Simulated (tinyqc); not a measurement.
Adding atomic layers: valley splitting of a silicon quantum well in envelope theory.

The well lies at 0 < z < L; U(z) = V0 [1/(1 + exp(z/w)) + 1/(1 + exp((L - z)/w))] - e F z, 1 mV/nm = 1e-4 eV/angstrom. The envelope psi solves -(c/ml) psi'' + U psi = E psi, c = hbar^2/2m0, by three-point differences on a grid of 0.1 angstrom from -40 to L + 40 angstrom. The two valleys at +/- k0 couple through D = C0 times the integral of exp(-i q z) U(z) psi^2, q = 2 k0 (2 pi/a), and split by Ev = 2|D|.

Constants: hbar^2/2m0 = 3.80998211 eV angstrom^2.

Inputs chosen for the exercise (near those of a strained Si well in SiGe; the results hold for these values, not for the real material):

| symbol | value | unit | meaning |
|---|---|---|---|
| V0 | 0.21 | eV | conduction offset |
| ml | 0.933 | m0 | mass along z |
| F | 13.5 | mV/nm | field pressing towards the upper interface |
| k0 | 0.85 | 2 pi/a | valley position |
| a | 5.431 | angstrom | lattice constant |
| C0 | 0.261 |  | Bloch overlap factor |
| Ls | (88, 89.4, 90.7, 92.1, 93.4, 94.8, 96.1, 97.5) | angstrom | widths in steps of one atomic layer, a/4, rounded to the grid |
| F2 | 0.5 | mV/nm | second field, zero or weak |
| w1 | 0.7 | angstrom | interface width for this table |

The smooth splitting Ev = 2|D| with w = w1, at the field F2 and at F.

Results:

| L (angstrom) | q L mod 2 pi | Ev at F2 (micro-eV) | Ev at F (micro-eV) |
|---|---|---|---|
| 88.0 | 3.43 | 4.03 | 42.4 |
| 89.4 | 6.18 | 4.61 | 42.4 |
| 90.7 | 2.45 | 2.03 | 42.4 |
| 92.1 | 5.21 | 4.97 | 42.4 |
| 93.4 | 1.48 | 1.79 | 42.5 |
| 94.8 | 4.24 | 4.29 | 42.5 |
| 96.1 | 0.51 | 3.10 | 42.5 |
| 97.5 | 3.26 | 2.95 | 42.5 |

At F2 the splitting swings between 1.79 and 4.97 micro-eV, a ratio of 2.77, as the two interfaces add with the phase q L, which advances on average by 2.67 rad a layer. At F the ratio is 1.00, where in the first row psi^2 at the upper interface is 1.25e+05 times that at the lower one: one interface dominates and the interference fades.

(tinyqc, `OMP_NUM_THREADS=1 python tinyqc.py 1281222 1281223 out.jsonl`, Intel(R) Xeon(R) Processor @ 2.30GHz, 1 thread, shared host, about 0.07 s.)
